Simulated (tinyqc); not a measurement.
# Read current of a NAND string, cells in series solved by shooting, step by step

Computed by the program tinyqc: `OMP_NUM_THREADS=1 python tinyqc.py 2142164 2142165 out.jsonl`, one thread of a shared Intel Xeon 2.30GHz, about 0.5 s for the whole run. Printed values are rounded.

Cells in series, numbered from 0 at the source line (0 V) to the bit line, each followed by a gap resistance Rg. A cell with gate Vg, threshold VT, source Vs and drain Vd passes I = 2 nf K Vt^2 [F(Vs) - F(Vd)]/(1 + th max(Vg - VT, 0)), F(V) = ln^2(1 + exp((Vg - VT - nf V)/(2 nf Vt))). The selected cell has Vg = Vr, the others Vg = Vp.

Values chosen for this exercise; values of the order met in vertical NAND strings: temperature T = 300 K; gain factor of a cell K = 25 uA/V^2; slope factor nf = 1.7; mobility reduction factor th = 0.09 1/V; resistance of the gap between cells Rg = 11 kohm; bit-line voltage Vbl = 0.4 V; pass voltage Vp = 6.5 V; read voltage on the selected word line Vr = 3.56 V.

Constants: q = 1.602176634e-19 C, kB = 1.380649e-23 J/K, Vt = kB T/q. Results are converted to the units shown.

## Step 1: node voltages for a trial current

first trial current = 1.1 uA
thresholds from the source end, cell 0 to 5 (V): 3  3.4  3.4  -1  -1  -1

For a trial current I start at 0 V and, cell by cell (the selected one is cell 0), solve for the drain: sqrt(F(Vd)) = sqrt(F(Vs) - I/k), k = 2 nf K Vt^2/(1 + th max(Vg - VT, 0)), Vd = [Vg - VT - 2 nf Vt ln(exp(sqrt F) - 1)]/nf, then add I Rg.

node voltage after each cell and gap, trial 1, cell 0 to 5 (V): 0.109286  0.140807  0.172696  0.195035  0.217429  0.239878

## Step 2: node voltages for a trial current

second trial current = 1.5 uA

As before.

node voltage after each cell and gap, trial 2, cell 0 to 5 (V): 0.161823  0.205714  0.250361  0.281092  0.311929  0.342874

## Course of the secant iteration

Secant steps on the end voltage less Vbl, from the two trials; a trial above the saturation current of a cell has no solution and is moved halfway to the previous trial. Stop below 1e-9 V.

Course of the iteration:
```
iteration   I (uA)  end voltage - Vbl (V)  halvings
1          1.72186                8.16e-3         0
2          1.69412               -4.96e-4         0
3          1.69571               -4.63e-6         0
4          1.69573                2.60e-9         0
5          1.69573              -1.29e-14         0
```

Converged in 5 iterations to I = 1.6957 uA. The selected cell takes 43.7 % of the bit-line voltage and the gaps together 28.0 %.
